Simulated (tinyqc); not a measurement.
# Gated graphene, quantum capacitance: effects of single changes

phi is the Fermi level above the Dirac point, in volts; Vg is counted from the gate voltage of charge neutrality. Ideal linear bands, no charge puddles.

Values chosen for this exercise; values close to those of graphene: temperature T = 300 K; relative permittivity of the gate insulator (close to aluminium oxide) eox = 8.91; insulator thickness tox = 3.9 nm; Fermi velocity vF = 9.88e5 m/s; density of traps Dit = 0 cm^-2 eV^-1; gate voltage Vg = 0.91 V.

Constants: q = 1.602176634e-19 C, kB = 1.380649e-23 J/K, hbar = 1.054571817e-34 J s, Vt = kB T/q, eps0 = 8.8541878128e-14 F/cm where lengths are in cm. Results are converted to the units shown.

Each table varies one quantity; the others keep the values above.

## Effect of the gate voltage

N0 = (2/pi)(kB T/(hbar vF))^2; n = N0 F1(phi/Vt), p = N0 F1(-phi/Vt), F1(e) = int_0^infinity u du/(1 + exp(u - e)) = -Li2(-exp(e)); Cq = q d(n - p)/dphi = (q N0/Vt) ln[2 (1 + cosh(phi/Vt))]. Cox = eps0 eox/tox; Vg = phi + q (n - p + Dit phi)/Cox. 1/C_G = 1/Cox + 1/(Cq + q Dit); dphi/dVg = Cox/(Cox + Cq + q Dit).

The same in every row: Cox (uF/cm^2) = 2.023.

Effect of the gate voltage:

| Vg (V) | phi (V) | n - p (cm^-2) | Cq (uF/cm^2) | C_G (uF/cm^2) | dphi/dVg | n + p (cm^-2) |
|---|---|---|---|---|---|---|
| -0.3 | -0.1510 | -1.881e12 | 3.646 | 1.301 | 0.3569 | 1.882e12 |
| -0.09 | -0.05828 | -4.005e11 | 1.530 | 0.8711 | 0.5694 | 4.211e11 |
| 0.12 | 0.07460 | 5.732e11 | 1.867 | 0.9709 | 0.5200 | 5.843e11 |
| 0.33 | 0.1615 | 2.128e12 | 3.897 | 1.332 | 0.3417 | 2.128e12 |
| 0.54 | 0.2250 | 3.977e12 | 5.427 | 1.474 | 0.2715 | 3.977e12 |
| 0.76 | 0.2799 | 6.062e12 | 6.750 | 1.556 | 0.2306 | 6.062e12 |
| 0.97 | 0.3255 | 8.138e12 | 7.849 | 1.608 | 0.2049 | 8.138e12 |
| 1.18 | 0.3664 | 1.027e13 | 8.838 | 1.646 | 0.1863 | 1.027e13 |
| 1.39 | 0.4040 | 1.245e13 | 9.743 | 1.675 | 0.1719 | 1.245e13 |
| 1.6 | 0.4388 | 1.466e13 | 10.58 | 1.698 | 0.1605 | 1.466e13 |

As Vg goes from -0.3 to 1.6, Cq goes from 3.65 through a minimum of 1.53 (at Vg = -0.09 among the rows listed) to 10.6 uF/cm^2, C_G/Cox goes from 0.643 through a minimum of 0.431 (at Vg = -0.09 among the rows listed) to 0.840 and n - p rises from -1.88e12 to 1.47e13 cm^-2. Cq is below Cox for Vg = -0.09, 0.12; there the density of states limits the response dn/dVg more than the insulator does. At neutrality Cq is (q N0/Vt) ln 4 = 0.864 uF/cm^2, and far from it Cq grows as |phi|.

## Effect of the Fermi velocity

Same model as above.

The same in every row: Cox (uF/cm^2) = 2.023.

Results:

| vF (m/s) | phi (V) | n - p (cm^-2) | Cq (uF/cm^2) | C_G (uF/cm^2) | dphi/dVg | n + p (cm^-2) |
|---|---|---|---|---|---|---|
| 6e5 | 0.2037 | 8.917e12 | 13.32 | 1.756 | 0.1318 | 8.918e12 |
| 7e5 | 0.2339 | 8.536e12 | 11.24 | 1.714 | 0.1525 | 8.536e12 |
| 8e5 | 0.2627 | 8.173e12 | 9.663 | 1.673 | 0.1731 | 8.173e12 |
| 9e5 | 0.2900 | 7.828e12 | 8.429 | 1.631 | 0.1935 | 7.828e12 |
| 1e6 | 0.3160 | 7.499e12 | 7.440 | 1.590 | 0.2138 | 7.499e12 |
| 1.2e6 | 0.3644 | 6.888e12 | 5.958 | 1.510 | 0.2535 | 6.888e12 |
| 1.3e6 | 0.3869 | 6.604e12 | 5.390 | 1.471 | 0.2729 | 6.604e12 |
| 1.4e6 | 0.4084 | 6.333e12 | 4.905 | 1.432 | 0.2920 | 6.333e12 |

Estimate the missing row, vF = 1.1e6 m/s.

Computed row:

| vF (m/s) | phi (V) | n - p (cm^-2) | Cq (uF/cm^2) | C_G (uF/cm^2) | dphi/dVg | n + p (cm^-2) |
|---|---|---|---|---|---|---|
| 1.1e6 | 0.3408 | 7.186e12 | 6.631 | 1.550 | 0.2337 | 7.186e12 |

With this row back in the table: As vF goes from 6e5 to 1.4e6, Cq falls from 13.3 to 4.91 uF/cm^2, C_G/Cox falls from 0.868 to 0.708 and n - p falls from 8.92e12 to 6.33e12 cm^-2. Cq exceeds Cox in every row, so the insulator is the tighter limit, though Cq still cuts C_G by up to 29 %.

Computed by the program tinyqc: `OMP_NUM_THREADS=1 python tinyqc.py 2200136 2200137 out.jsonl`, one thread of a shared Intel Xeon 2.30GHz, about 0.01 s for the whole run.
